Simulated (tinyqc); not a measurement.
Conductance of a narrow metal strip with scatterers (square lattice, Green functions), step by step. Values are carried at full precision from step to step, so a last printed digit may differ when a step is redone from the rounded ones.

A strip of W sites across with hard walls, site energy 0 and hopping -t. Mode n = 1 to W has profile chi_n(j) = sqrt(2/(W + 1)) sin(n j pi/(W + 1)) and energy en = -2t cos(n pi/(W + 1)); E = en - 2t cos(kn a). With z_n = exp(i kn a) (Im k > 0 for closed modes, |z| < 1) each lead gives the self-energy -t z_n in mode n. One column carries the site energies v, here one foreign atom. In the mode basis V_nm = sum_j chi_n(j) v_j chi_m(j), G = (E - en + 2 t z_n - V)^-1, and t_nm = 2t sqrt(sin(kn a) sin(km a)) G_nm in size for open modes. T = sum |t_nm|^2, conductance (2e^2/h) T.

Constants: e^2/h = 3.874045865e-05 S.

Inputs chosen for the exercise (hopping and spacing of the size met in Cu or Al; the lattice is a model; not measured data): t = 1.35 eV (hopping); a = 2.59 angstrom (spacing); W = 4 (sites across); E = -0.71 eV (Fermi energy); v = (0, 0, 0, -1.6) eV (site energies in the scattering column).

## Modes at the Fermi energy

For each n: en, cos(kn a) = (en - E)/(2t), z_n and the velocity 2 t a sin(kn a) (zero if closed).

Modes:
```
n  en (eV)  cos(k a)                  z  dE/dk (eV angstrom)
1  -2.1843  -0.54605  -0.54605+0.83775i               5.8584
2  -0.8343  -0.04605  -0.04605+0.99894i               6.9856
3   0.8343   0.57198   0.57198+0.82027i               5.7361
4   2.1843   1.07198            0.68579               0.0000
```

3 of 4 modes are open, so the clean strip has a resistance of 4302 ohm, whatever its length.

## The scatterer in the mode basis

Form V_nm.

V (eV), rows n=1, n=2, n=3, n=4 and columns alike:
```
[[-0.2211, 0.3578, -0.3578, 0.2211],
 [0.3578, -0.5789, 0.5789, -0.3578],
 [-0.3578, 0.5789, -0.5789, 0.3578],
 [0.2211, -0.3578, 0.3578, -0.2211]]
```

A single site couples every mode that has amplitude on it.

## Green function and transmission

E - en + 2 t z_n = 2t (z_n - cos(kn a)). Invert, form |t_nm|^2 = (2t)^2 Im(z_n) Im(z_m) |G_nm|^2 and sum. The added resistance is 1/(2 (e^2/h) T) less the same for the clean strip.

G (1/eV), rows n=1, n=2, n=3, n=4 and columns alike:
```
[[0.0358-0.4160i, -0.0486-0.0354i, 0.0592+0.0431i, -0.0566+0.0778i],
 [-0.0486-0.0354i, 0.0660-0.3227i, -0.0804-0.0585i, 0.0768-0.1055i],
 [0.0592+0.0431i, -0.0804-0.0585i, 0.0979-0.3802i, -0.0936+0.1285i],
 [-0.0566+0.0778i, 0.0768-0.1055i, -0.0936+0.1285i, -1.1277-0.1228i]]
```

|t_nm|^2, rows n=1, n=2, n=3, n=4 and columns alike:
```
[[0.8920, 0.0221, 0.0269, 0],
 [0.0221, 0.7892, 0.0590, 0],
 [0.0269, 0.0590, 0.7562, 0],
 [0, 0, 0, 0]]
```

T = 2.6535
added resistance = 562 ohm

Mode 3 passes least (0.842) and mode 1 most (0.941); 8.1 % of the transmitted flux changes mode.

## Checks

- Transmitted plus reflected flux against the number of open modes: both 3.00000.

Run: tinyqc, `OMP_NUM_THREADS=1 python tinyqc.py 1482005 1482006 out.jsonl`; Intel(R) Xeon(R) Processor @ 2.30GHz, one thread, shared host; about 0.01 s of CPU time with all checks.
